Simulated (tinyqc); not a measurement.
Worked calculation: plane-wave Kohn-Sham cycle with exchange-only LDA in a layered model solid. Computed by tinyqc, a small Python program that keeps every step. Settings: points = 16, plane-wave index or count = 3, electrons = 2, k points = 2, area = 25.0, mixing = 0.3, iteration cap = 54, Pulay depth = 5. Command: `OMP_NUM_THREADS=1 python tinyqc.py 26616 26617 out.jsonl` (the two numbers bound the seeds that draw the settings). One thread of a shared host (Intel(R) Xeon(R) Processor @ 2.60GHz), about 0.01 s of CPU time with the checks. Later iterations appear only in the table of the cycle.

## Iteration 1: potential

A solid whose potential varies along x alone (atomic units):

| parameter | value |
|---|---|
| period a | 14.700000 |
| cross-section of the cell | 25.000000 |
| electrons per cell | 2 |
| grid points | 16 |
| plane waves -n..n, n | 3 |
| k points | 2 |
| V1 in V1 cos(2 pi x/a) | -0.350000 |
| V2 in V2 cos(4 pi x/a) | 0.160000 |

density at the start, on the grid x_j = j a/N (e/bohr^3): 0.00544218  0.00544218  0.00544218  0.00544218  0.00544218  0.00544218  0.00544218  0.00544218  0.00544218  0.00544218  0.00544218  0.00544218  0.00544218  0.00544218  0.00544218  0.00544218

V_H(G) = 4 pi rho(G)/G^2 for G != 0 (uniform background); v_x = -(3 rho/pi)^(1/3); V = V_ext + V_H + v_x; Fourier components f(G_m) = (1/N) sum_j f(x_j) exp(-i G_m x_j).

Potentials on the grid (hartree):

| x | V_ext | V_H | v_x | V |
|---|---|---|---|---|
| 0.000000 | -0.190000 | 0.000000 | -0.173213 | -0.363213 |
| 0.918750 | -0.210221 | 0.000000 | -0.173213 | -0.383434 |
| 1.837500 | -0.247487 | 0.000000 | -0.173213 | -0.420701 |
| 2.756250 | -0.247076 | 0.000000 | -0.173213 | -0.420290 |
| 3.675000 | -0.160000 | 0.000000 | -0.173213 | -0.333213 |
| 4.593750 | 0.020802 | 0.000000 | -0.173213 | -0.152411 |
| 5.512500 | 0.247487 | 0.000000 | -0.173213 | 0.074274 |
| 6.431250 | 0.436495 | 0.000000 | -0.173213 | 0.263282 |
| 7.350000 | 0.510000 | 0.000000 | -0.173213 | 0.336787 |
| 8.268750 | 0.436495 | 0.000000 | -0.173213 | 0.263282 |
| 9.187500 | 0.247487 | 0.000000 | -0.173213 | 0.074274 |
| 10.106250 | 0.020802 | 0.000000 | -0.173213 | -0.152411 |
| 11.025000 | -0.160000 | 0.000000 | -0.173213 | -0.333213 |
| 11.943750 | -0.247076 | 0.000000 | -0.173213 | -0.420290 |
| 12.862500 | -0.247487 | 0.000000 | -0.173213 | -0.420701 |
| 13.781250 | -0.210221 | 0.000000 | -0.173213 | -0.383434 |

V(G_m), m = 0, 1, 2, ... (hartree): -0.173213  -0.175000  0.080000  0.000000  0.000000  0.000000  0.000000

## Iteration 1: Hamiltonian at one k

k = 0.250000 2 pi / a

H(m,m') = (k + G_m)^2/2 delta + V(G_m - G_m'), with V(-G) = V(G).

H (hartree):
```
           -3         -2         -1         +0         +1         +2         +3
-3   0.517600  -0.175000   0.080000   0.000000   0.000000   0.000000   0.000000
-2  -0.175000   0.106537  -0.175000   0.080000   0.000000   0.000000   0.000000
-1   0.080000  -0.175000  -0.121831  -0.175000   0.080000   0.000000   0.000000
+0   0.000000   0.080000  -0.175000  -0.167504  -0.175000   0.080000   0.000000
+1   0.000000   0.000000   0.080000  -0.175000  -0.030483  -0.175000   0.080000
+2   0.000000   0.000000   0.000000   0.080000  -0.175000   0.289232  -0.175000
+3   0.000000   0.000000   0.000000   0.000000   0.080000  -0.175000   0.791641
```

## Iteration 1: levels at that k

Diagonalise the Hermitian matrix.

eigenvalues (hartree): -0.351482  -0.234316  -0.030774  0.165575  0.351012  0.615997  0.869179

## Iteration 1: new density

Motion across x is left out: the lowest 1 band(s) hold two electrons at each of the k points (j + 1/2)/nk - 1/2. Residual R = rho(out) - rho(in); rho(new) = rho(in) + 0.3 R. rho(out) = 2/(a A nk) sum |psi|^2 with psi = sum c exp(i G x). Harris energy E = band energy - dV sum rho (V_H/2 + v_x) + (3/4) dV sum rho v_x with rho(in), dV = a A/N, band energy = (2/nk) sum of the filled levels.

rho(out) (e/bohr^3): 0.01365134  0.01319214  0.01127659  0.00755630  0.00349566  0.00099836  0.00016620  0.00002191  0.00000917  0.00002191  0.00016620  0.00099836  0.00349566  0.00755630  0.01127659  0.01319214

density after iteration 1 (e/bohr^3): 0.00790493  0.00776717  0.00719250  0.00607641  0.00485822  0.00410903  0.00385938  0.00381610  0.00381227  0.00381610  0.00385938  0.00410903  0.00485822  0.00607641  0.00719250  0.00776717

energy per cell = -0.61635685 hartree

## Iteration 2: potential

As before.

Potentials on the grid (hartree):

| x | V_ext | V_H | v_x | V |
|---|---|---|---|---|
| 0.000000 | -0.190000 | 0.158449 | -0.196166 | -0.227717 |
| 0.918750 | -0.210221 | 0.145499 | -0.195019 | -0.259741 |
| 1.837500 | -0.247487 | 0.108275 | -0.190086 | -0.329299 |
| 2.756250 | -0.247076 | 0.052994 | -0.179696 | -0.373779 |
| 3.675000 | -0.160000 | -0.008916 | -0.166782 | -0.335698 |
| 4.593750 | 0.020802 | -0.065077 | -0.157726 | -0.202001 |
| 5.512500 | 0.247487 | -0.107555 | -0.154465 | -0.014532 |
| 6.431250 | 0.436495 | -0.133416 | -0.153885 | 0.149194 |
| 7.350000 | 0.510000 | -0.142058 | -0.153834 | 0.214108 |
| 8.268750 | 0.436495 | -0.133416 | -0.153885 | 0.149194 |
| 9.187500 | 0.247487 | -0.107555 | -0.154465 | -0.014532 |
| 10.106250 | 0.020802 | -0.065077 | -0.157726 | -0.202001 |
| 11.025000 | -0.160000 | -0.008916 | -0.166782 | -0.335698 |
| 11.943750 | -0.247076 | 0.052994 | -0.179696 | -0.373779 |
| 12.862500 | -0.247487 | 0.108275 | -0.190086 | -0.329299 |
| 13.781250 | -0.210221 | 0.145499 | -0.195019 | -0.259741 |

V(G_m), m = 0, 1, 2, ... (hartree): -0.171583  -0.110879  0.082233  0.000484  0.000166  -0.000069  -0.000009

## Iteration 2: Hamiltonian at one k

k = 0.250000 2 pi / a

As before.

H (hartree):
```
           -3         -2         -1         +0         +1         +2         +3
-3   0.519230  -0.110879   0.082233   0.000484   0.000166  -0.000069  -0.000009
-2  -0.110879   0.108168  -0.110879   0.082233   0.000484   0.000166  -0.000069
-1   0.082233  -0.110879  -0.120200  -0.110879   0.082233   0.000484   0.000166
+0   0.000484   0.082233  -0.110879  -0.165873  -0.110879   0.082233   0.000484
+1   0.000166   0.000484   0.082233  -0.110879  -0.028853  -0.110879   0.082233
+2  -0.000069   0.000166   0.000484   0.082233  -0.110879   0.290862  -0.110879
+3  -0.000009  -0.000069   0.000166   0.000484   0.082233  -0.110879   0.793272
```

## Iteration 2: levels at that k

As before.

eigenvalues (hartree): -0.271351  -0.198742  -0.007164  0.151595  0.324313  0.567361  0.830597

## Iteration 2: new density

B (overlaps of the stored error matrices):
```
               1              2
1  4.5555511e-04  2.0182205e-04
2  2.0182205e-04  1.2806384e-04
```

Motion across x is left out: the lowest 1 band(s) hold two electrons at each of the k points (j + 1/2)/nk - 1/2. Residual R = rho(out) - rho(in); rho(new) = rho(in) + 0.3 R; Pulay mixing then takes sum c_i of the stored mixed densities, with c from B_ij = sum R_i R_j as in DIIS. rho(out) = 2/(a A nk) sum |psi|^2 with psi = sum c exp(i G x). Harris energy E = band energy - dV sum rho (V_H/2 + v_x) + (3/4) dV sum rho v_x with rho(in), dV = a A/N, band energy = (2/nk) sum of the filled levels.

rho(out) (e/bohr^3): 0.00908907  0.00976331  0.01066950  0.00950552  0.00592678  0.00238474  0.00060648  0.00011513  0.00004282  0.00011513  0.00060648  0.00238474  0.00592678  0.00950552  0.01066950  0.00976331

DIIS coefficients: -0.409825  1.409825

density after iteration 2 (e/bohr^3): 0.00840576  0.00861143  0.00866309  0.00752675  0.00531016  0.00337975  0.00248358  0.00225078  0.00221799  0.00225078  0.00248358  0.00337975  0.00531016  0.00752675  0.00866309  0.00861143

energy per cell = -0.48549539 hartree

## Convergence

Stop when sqrt(dV sum R^2) is below 1e-8, dV = a A/N.

Course of the cycle:

| iteration | E (hartree) | norm of the residual |
|---|---|---|
| 1 | -0.61635685 | 1.02e-01 |
| 2 | -0.48549539 | 5.42e-02 |
| 3 | -0.45147859 | 3.56e-02 |
| 4 | -0.45247999 | 1.98e-02 |
| 5 | -0.44829762 | 3.56e-03 |
| 6 | -0.44831324 | 3.97e-03 |
| 7 | -0.44822502 | 1.51e-04 |
| 8 | -0.44822499 | 1.34e-04 |
| 9 | -0.44822484 | 2.02e-05 |
| 10 | -0.44822484 | 5.25e-07 |
| 11 | -0.44822484 | 3.57e-08 |
| 12 | -0.44822484 | 5.66e-08 |
| 13 | -0.44822484 | 4.14e-08 |
| 14 | -0.44822484 | 6.53e-09 |

Converged in 14 iterations. Before convergence this energy mixes input and output and is not variational, so it may rise towards its limit.
